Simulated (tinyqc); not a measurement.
First phase against the interface composition: thermodynamics of metal silicides: hull, first phase, silicon consumed, nucleation and stability against SiO2. Computed by tinyqc, a small Python program. Command: `OMP_NUM_THREADS=1 python tinyqc.py 3011862 3011863 out.jsonl silphase walk`. One thread of a shared host (Intel(R) Xeon(R) Processor @ 2.30GHz), about 0.01 s of CPU time with the checks.

Entropies of formation of the solids are neglected, so heats stand for free energies. Si fractions: M5Si3 0.3750, MSi 0.5000, MSi2 0.6667.

Inputs (values chosen for the exercise, for a model metal): heat of formation of M5Si3 = -70.6 kJ/mol atoms; heat of formation of MSi = -58.4 kJ/mol atoms; heat of formation of MSi2 = -41 kJ/mol atoms.

Phases: M5Si3, MSi, MSi2.

Method. Effective heat of formation: at the interface the mixture has the Si fraction x_e; the limiting element scales the heat, H_eff = H x_e/x if x_e < x, H (1 - x_e)/(1 - x) otherwise. The rule names the most negative as the first phase; its restriction to congruently melting phases is left out here.

H_eff (kJ/mol atoms):
```
x_e     M5Si3      MSi    MSi2  first phase
0.10  -18.827  -11.680   -6.15        M5Si3
0.20  -37.653  -23.360  -12.30        M5Si3
0.30  -56.480  -35.040  -18.45        M5Si3
0.36  -67.776  -42.048  -22.14        M5Si3
0.42  -65.517  -49.056  -25.83        M5Si3
0.48  -58.739  -56.064  -29.52        M5Si3
0.54  -51.962  -53.728  -33.21          MSi
0.60  -45.184  -46.720  -36.90          MSi
0.66  -38.406  -39.712  -40.59         MSi2
0.75  -28.240  -29.200  -30.75         MSi2
```

What follows from these numbers?

Each phase is a triangle with its apex at its own composition. In order of x_e the first phase is M5Si3, then MSi, then MSi2. On either side of all three the ranking is that of H/x (Si-poor) or H/(1 - x) (Si-rich).
